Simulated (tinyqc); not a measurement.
Current of a Schottky diode by thermionic-emission-diffusion theory, and its read-back from I-V-T and C-V data. Changing the doping N. Computed by tinyqc, a small Python program. Command: `OMP_NUM_THREADS=1 python tinyqc.py 3015292 3015293 out.jsonl schottky sweep`. One thread of a shared host (Intel(R) Xeon(R) Processor @ 2.30GHz), about 0.01 s of CPU time with the checks.

Full ionisation, no tunnelling, no recombination current. V is the voltage across the junction itself, forward positive.

Inputs (values chosen for the exercise, modelled on n-type silicon): Richardson constant A* = 110 A/(cm^2 K^2); effective density of states at 300 K, N_c = 2.9e+19 1/cm^3; permittivity eps = 11.7; mobility mu = 1100 cm^2/(V s); barrier without image force phi_0 (mean) = 0.746 eV; series resistance R_s = 1.2 milliohm cm^2; junction voltage V = 0.29 V; temperature T = 300 K; standard deviation sigma = 89 meV; relative change of sigma^2 with bias, rho = 0.54 1/V.

Barrier: Gaussian spread of heights.

Constants: k_B = 8.617333262e-05 eV/K; e = 1.602176634e-19 C; eps_0 = 8.8541878128e-12 F/m.

Method:
- N_c(T) = N_c (T/300 K)^(3/2); V_bi = phi_0 - (k_B T/e) ln(N_c(T)/N); surface field F = sqrt(2 e N (V_bi - V - k_B T/e)/(eps eps_0)); image lowering d_phi = sqrt(e F/(4 pi eps eps_0)); effective barrier phi = phi_0 - d_phi - sigma^2 (1 - rho V)/(2 k_B T).
- Collection velocity v_R = A* T^2/(e N_c(T)); diffusion velocity v_D = mu F; J = e N_c(T) v_R/(1 + v_R/v_D) exp(-phi/k_B T) [exp(e V/k_B T) - 1].
- Terminal voltage V + J R_s.
- Ideality n = (e/k_B T)/(d ln J/dV) by a central difference of +/- 1 mV; J_0 = J exp(-e V/(n k_B T)); apparent barrier phi_IV = k_B T ln(A* T^2/J_0); a C-V plot gives phi_CV = phi_0, the mean without lowering.

One run for each value:
```
doping N (1/cm^3)  ideality factor n  image lowering (meV)  current density J (A/cm^2)  v_D (cm/s)
6.10e+15                      1.1194                 15.68                        53.6  2.1962e+07
2.40e+16                      1.1214                 22.95                        74.5  4.7072e+07
9.50e+16                      1.1278                 33.48                       114.6  1.0018e+08
3.70e+17                      1.1380                 48.43                       206.5  2.0965e+08
1.50e+18                      1.1531                 70.60                       489.5  4.4554e+08
5.80e+18                      1.1737                101.37                      1613.1  9.1839e+08
```

Over the rows, ideality factor n rises from 1.12 to 1.17 (exponent d ln y / d ln x 0.0013 between the first rows and 0.013 between the last); image lowering (meV) rises from 15.7 to 101 (exponent d ln y / d ln x about 0.27 throughout); current density J (A/cm^2) rises from 53.6 to 1610 (exponent d ln y / d ln x 0.24 between the first rows and 0.88 between the last). The exponent of image lowering stays between 0.27 and 0.28, near 0.25: F grows as N^(1/2) and the lowering as F^(1/2). Tunnelling, left out, adds to n at the high end. Left out: 1.00e14, 3.90e14, 1.60e15 (the bias is too near flat band).

Caution (all rows): the current comes from the far low tail of the Gaussian, where pinch-off of small patches makes the formula unreliable. Caution (rows 5.80e18): the series resistance drops more than 1 V, so self-heating would matter at this junction voltage.

Extremes, crossings and ranges named in words are read from the listed rows.
